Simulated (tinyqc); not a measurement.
Born-Oppenheimer dynamics on the UHF/6-311g surface (energies and gradients from PySCF), for H2+, spin multiplicity 2, step by step. One step of it, computed by the program tinyqc.

Problem. Velocity Verlet step 1. dt = 2 fs = 82.6827 atomic units; x' = x + v dt - g dt^2 / (2m); after the new gradient g', v' = v - (g + g') dt / (2m).

positions (bohr):
```
           x         y         z
1H  0.000000  0.000000  0.000000
2H  0.000000  0.000000  1.490994
```

velocities (bohr per atomic time unit):
```
               x             y             z
1H   0.000148000   0.000027000  -0.000362000
2H  -0.000148000  -0.000027000   0.000362000
```

gradient (hartree/bohr):
```
             x           y            z
1H  0.00000000  0.00000000   0.10271394
2H  0.00000000  0.00000000  -0.10271394
```

masses (electron masses): 1H 1837.152588, 2H 1837.152588

gradient after step 1 (hartree/bohr):
```
              x            y            z
1H  -0.00009376  -0.00001710   0.00740563
2H   0.00009376   0.00001710  -0.00740563
```

Give: positions after step 1; velocities after step 1.

Solution.

positions after step 1 (bohr):
```
         x       y       z
1H   0.012   0.002  -0.221
2H  -0.012  -0.002   1.712
```

velocities after step 1 (bohr per atomic time unit):
```
            x          y          z
1H   0.000150   0.000027  -0.002840
2H  -0.000150  -0.000027   0.002840
```
